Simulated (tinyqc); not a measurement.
What each parameter does: overlap of hydrogenic dopants: pairs, impurity band and the Mott density.

Ry* = Ry m/eps^2, aB = a0 eps/m. For 1s orbitals a distance rho = R/aB apart, in Ry*: overlap S = exp(-rho)(1 + rho + rho^2/3), J = (2/rho)(1 - (1 + rho) exp(-2 rho)) (attraction to the other ion), Kx = 2 (1 + rho) exp(-rho) (exchange of one electron). One electron on a pair has E = -1 - (J +/- Kx)/(1 +/- S), without the repulsion 2/rho of the ions. Hopping after orthogonalisation: t = (Kx - S J)/(1 - S^2), half the splitting. Dopants on a lattice with z neighbours, n = 1/R^3 (simple cubic), give a band of width B = 2 z t, as on any lattice of two interpenetrating sublattices. Valleys, central cells and disorder are left out.

Constants: Ry = 13.60569312 eV; a0 (Bohr radius) = 0.5291772105 angstrom.

Values chosen for the exercise (an isotropic mass and dielectric constant of the size used for donors in Ge; shifted at random, so the results belong to these values and not to a real crystal): m = 0.112 m0 (mass); eps = 15.5 (dielectric constant); rho = 4.4 aB (distance of a pair); N = 0.0033 1/aB^3 (dopant density); z = 6 (neighbours in the dopant lattice).

At fixed N in units of 1/aB^3 and fixed rho: Ry*, 2t of the pair, B of the lattice and the density in 1e18/cm^3 (1/angstrom^3 = 1e24/cm^3).

One parameter was then changed.

Results before and after:
```
case     Ry* (meV)  2t (meV)  B (meV)  density (1e18/cm^3)
base         6.343    0.8618    0.798             0.008402
changed      6.977    0.9480    0.878              0.01118
```

Which of these changes was made? (a) N = 0.00495 1/aB^3; (b) rho = 4.9 aB; (c) m = 0.1232 m0; (d) eps = 17.05.

Answer: (c) m = 0.1232 m0. Of the candidates, run in turn, only this one gives the changed row.

All candidates:
```
case                Ry* (meV)  2t (meV)  B (meV)  density (1e18/cm^3)
base                    6.343    0.8618    0.798             0.008402
m = 0.1232 m0           6.977    0.9480    0.878              0.01118
eps = 17.05             5.242    0.7123    0.660             0.006312
rho = 4.9 aB            6.343    0.5850    0.798             0.008402
N = 0.00495 1/aB^3      6.343    0.8618    1.616              0.01260
```

Run: tinyqc, `OMP_NUM_THREADS=1 python tinyqc.py 1450666 1450667 out.jsonl`; Intel(R) Xeon(R) Processor @ 2.30GHz, one thread, shared host; about 0.01 s of CPU time with all checks.
